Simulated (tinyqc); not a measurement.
# Tunnelling through a gate dielectric, WKB transmission and Tsu-Esaki current: effects of single changes

Electrons leave the emitter at x = 0. Energies E (motion across the layers) are in eV from the emitter Fermi level; the collector Fermi level lies at -V and offers states at every E. No charge in the dielectric and no image force: F1 = V/t1, U = phi1 - F1 x. With C = hbar^2/(2 m0), kappa = sqrt(m (U - E)/C) where U > E and 0 elsewhere; T(E) = exp(-S), S = 2 times the integral of kappa over x.

Values chosen for this exercise; dielectric values close to those of hafnium oxide:
- T = 300 K (temperature)
- Ef = 3.1 eV (Fermi energy of the emitter above its band bottom)
- me = 1 m0 (emitter mass in the supply function)
- phi1 = 1.43 eV (barrier of layer 1 above the emitter Fermi level at zero bias)
- m1 = 0.19 m0 (tunnelling mass of layer 1)
- t1 = 2.5 nm (thickness of layer 1)
- V = 0.9 V (voltage across the dielectric)

Constants: q = 1.602176634e-19 C, kB = 1.380649e-23 J/K, hbar = 1.054571817e-34 J s, m0 = 9.1093837015e-31 kg, Vt = kB T/q, hbar^2/(2 m0) = 0.0380998212 eV nm^2. Results are converted to the units shown.

Each table varies one quantity; the others keep the values above.

## Effect of the barrier height

Each layer adds (2/F) sqrt(m/C) [G(u at its left edge) - G(u at its right edge)] to S, with u = U - E (0 where negative) and G(u) = (2/3) u^1.5. J = J0 times the integral of T(E) N(E) dE, N = ln[(1 + exp(-E/Vt))/(1 + exp((-E - V)/Vt))], J0 = q^2 me m0 kB T/(2 pi^2 hbar^3) (times 1e-4 for A/cm^2 per eV), from E = -Ef to far above the barrier (T = 1 there), by quadrature converged to the digits shown.

Effect of the barrier height:
```
phi1 (eV)	S at E = 0	T(E = 0)	J (A/cm^2)	mean E of the current (eV)
0.7	4.844	0.007876	1.388e6	-0.2117
0.83	6.254	0.001922	4.205e5	-0.2653
0.96	7.658	4.722e-4	1.582e5	-0.3144
1.09	8.727	1.621e-4	6.923e4	-0.3487
1.21	9.581	6.903e-5	3.479e4	-0.3744
1.34	10.42	2.996e-5	1.747e4	-0.3986
1.47	11.18	1.393e-5	9182	-0.4200
1.6	11.90	6.823e-6	5005	-0.4395
```

Read the table: what changes, and by how much?

J falls from 1.39e6 to 5000 A/cm^2, on average 2.71 decades for each eV, while S rises from 4.84 to 11.9, as phi1^(1.09) over the table (a flat barrier gives 0.5, a triangular one 1.5). In 1 of the 8 rows S is below 6, where a WKB prefactor of 1 is a rough guess.

## Effect of the thickness t1 at fixed voltage

Same model as above.

Effect of the thickness t1 at fixed voltage:
```
t1 (nm)	S at E = 0	T(E = 0)	J (A/cm^2)	mean E of the current (eV)
1.5	6.571	0.001400	2.539e6	-0.6921
1.86	8.148	2.892e-4	3.399e5	-0.5650
2.21	9.682	6.241e-5	5.135e4	-0.4732
2.57	11.26	1.289e-5	7743	-0.4011
2.93	12.84	2.663e-6	1217	-0.3448
3.29	14.41	5.502e-7	198.0	-0.2998
3.64	15.95	1.187e-7	34.80	-0.2640
4	17.52	2.453e-8	5.955	-0.2335
```

What does the table show?

J falls from 2.54e6 to 5.95 A/cm^2: 2.43 decades a nanometre between the first two rows and 2.13 between the last two. The exponent S alone gives dS/dt/ln 10 = 1.90 and 1.90.

## Effect of the tunnelling mass m1

Same model as above.

Effect of the tunnelling mass m1:
```
m1 (m0)	S at E = 0	T(E = 0)	J (A/cm^2)	mean E of the current (eV)
0.12	8.704	1.659e-4	1.703e5	-0.5287
0.15	9.731	5.940e-5	4.835e4	-0.4706
0.2	11.24	1.318e-5	7948	-0.4019
0.25	12.56	3.499e-6	1672	-0.3536
0.31	13.99	8.402e-7	321.5	-0.3109
0.4	15.89	1.255e-7	37.03	-0.2652
0.5	17.77	1.923e-8	4.543	-0.2292
0.63	19.94	2.182e-9	0.4121	-0.1956
```

What does the table show?

J falls from 1.70e5 to 0.412 A/cm^2. S goes as m1^(0.50): kappa is proportional to the square root of the mass.

tinyqc, about 0.03 s, one thread, Intel Xeon 2.30GHz (shared host): `OMP_NUM_THREADS=1 python tinyqc.py 2540025 2540026 out.jsonl`
